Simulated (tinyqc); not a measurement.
Parabolic against non-parabolic filling: Fermi-Dirac statistics of conduction electrons.

Non-parabolic band E (1 + alpha E) = c k^2/m: n = Nc (2/sqrt(pi)) integral_0^infinity sqrt(x (1 + a x)) (1 + 2 a x) dx/(1 + exp(x - eta)) with a = alpha kT and eta = (EF - Ec)/kT; a = 0 gives n = Nc F_1/2(eta).

Constants: hbar^2/2m0 = 3.80998211 eV angstrom^2; kB = 8.617333262e-05 eV/K.

Inputs chosen for the exercise (out of a larger set: near those of Si, lowest valleys alone; not measured data): m = 1.0614 m0 (density-of-states mass of the conduction band); T = 300 K; alpha = 0.47 1/eV (non-parabolicity).

N = 2 (m kB T/(4 pi c))^(3/2) with c = hbar^2/2m0, in 1/angstrom^3; times 1e24 for 1/cm^3. k_F = (3 pi^2 n)^(1/3) and the energy E0 that solves E (1 + alpha E) = c k_F^2/m give the limit of zero temperature.

EF - Ec (meV):
```
n (1/cm^3)  parabolic  non-parabolic  non-parabolic, 0 K
3.0e+18         -56.2          -57.5                 7.1
1.0e+19         -22.8          -24.2                15.8
4.0e+19          22.8           20.7                39.5
1.0e+20          65.2           61.3                71.6
4.0e+20         183.5          168.1               172.5
1.0e+21         341.9          298.1               301.0
```

What does the comparison show?

Non-parabolicity lowers EF by 1.2 meV at the lowest density and by 43.8 meV at the highest, where alpha (EF - Ec) = 0.14. Temperature lowers EF below its 0 K value by 64.6 meV at the lowest density and by 2.9 meV at the highest. EF enters the band between 1e+19 and 4e+19 1/cm^3.

tinyqc: `OMP_NUM_THREADS=1 python tinyqc.py 1680694 1680695 out.jsonl`; about 0.01 s, one thread, shared Intel(R) Xeon(R) Processor @ 2.30GHz.
